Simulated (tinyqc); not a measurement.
Fermi-Dirac statistics of conduction electrons, step by step. Values are carried at full precision from step to step, so a last printed digit may differ when a step is redone from the rounded ones.

Constants: hbar^2/2m0 = 3.80998211 eV angstrom^2; kB = 8.617333262e-05 eV/K; e^2/(4 pi eps0) = 14.39964547 eV angstrom.

Values chosen for the exercise (near those of Si, lowest valleys alone; shifted at random, so the results belong to these values and not to a real crystal): m = 1.1039 m0 (density-of-states mass of the conduction band); T = 300 K; n = 7.6e+18 1/cm^3 (electron density); eps = 12.2 (static dielectric constant); alpha = 0.46 1/eV (non-parabolicity).

## Reduced density

N = 2 (m kB T/(4 pi c))^(3/2) with c = hbar^2/2m0, in 1/angstrom^3; times 1e24 for 1/cm^3; u = n/Nc.

kT = 0.025852 eV
Nc = 2.9105e+19 1/cm^3
u = n/Nc = 0.2611241

## Reduced Fermi level by five rules

F_j(eta) = (1/Gamma(j + 1)) integral_0^infinity x^j dx/(1 + exp(x - eta)), which tends to exp(eta) for eta << 0.

With u = n/Nc: Boltzmann eta = ln u; Joyce-Dixon eta = ln u + u/sqrt(8) - 4.95009e-3 u^2 + 1.48386e-4 u^3 - 4.42563e-6 u^4; Nilsson eta = ln u/(1 - u^2) + v/(1 + (0.24 + 1.08 v)^-2) with v = (3 sqrt(pi) u/4)^(2/3); fully degenerate limit eta = v; exact: F_1/2(eta) = u.

Find eta = (EF - Ec)/kT by each rule.

eta: Boltzmann -1.343, Joyce-Dixon -1.251, Nilsson -1.256, degenerate 0.494, exact -1.251

Against the exact value the errors are Boltzmann -0.092, Joyce-Dixon 0.000, Nilsson -0.005, degenerate limit +1.745 (in kT).

## Exact eta by Newton steps

Solve ln F_1/2(eta) = ln u from the Boltzmann value; dF_1/2/d eta = F_-1/2, so the step is -ln(F_1/2/u) F_1/2/F_-1/2. Stop below 1e-9.

Newton steps:
```
step        eta     F_1/2    F_-1/2  step taken
1     -1.342759  0.239953  0.221303      0.0917
2     -1.251081  0.261051  0.239139    0.000308
3     -1.250773  0.261124  0.239200    3.62e-09
4     -1.250773  0.261124  0.239200           0
```

Converged in 4 steps.

## Mean energy, Einstein relation and screening

eta = -1.25077

Mean kinetic energy <E> = (3/2) kT F_3/2/F_1/2; D/mu = (kT/e) F_1/2/F_-1/2; dn/dEF = (Nc/kT) F_-1/2; screening length L = (4 pi (e^2/(4 pi eps0)) (dn/dEF)/eps)^(-1/2), with dn/dEF in 1/(angstrom^3 eV) (1/cm^3 = 1e-24/angstrom^3).

F_-1/2, F_1/2, F_3/2: 0.2392  0.2611  0.2731

<E> = 40.56 meV
D/mu = 28.22 mV
dn/dEF = 2.693e+20 1/(cm^3 eV)
L = 15.82 angstrom

EF lies within 2 kT of the edge. D/mu is 1.092 times kT/e and <E> is 1.046 times (3/2) kT; the Debye formula, with n/kT in place of dn/dEF, would give L = 15.14 angstrom.

## Fermi level in the non-parabolic band

Non-parabolic band E (1 + alpha E) = c k^2/m: n = Nc (2/sqrt(pi)) integral_0^infinity sqrt(x (1 + a x)) (1 + 2 a x) dx/(1 + exp(x - eta)) with a = alpha kT and eta = (EF - Ec)/kT; a = 0 gives n = Nc F_1/2(eta).

Solve for eta at the same n.

a = 0.01189
eta = -1.301
EF - Ec = -33.63 meV

The extra states lower EF by 1.29 meV against the parabolic band.

## Checks

- Non-parabolic integral at a = 0 against F_1/2(2): both 2.823721.
- F_1/2(40) against the Sommerfeld form (4/(3 sqrt(pi))) eta^(3/2) (1 + pi^2/(8 eta^2)): both 190.45.

Run: tinyqc, `OMP_NUM_THREADS=1 python tinyqc.py 1681461 1681462 out.jsonl`; Intel(R) Xeon(R) Processor @ 2.30GHz, one thread, shared host; about 0.01 s of CPU time with all checks.
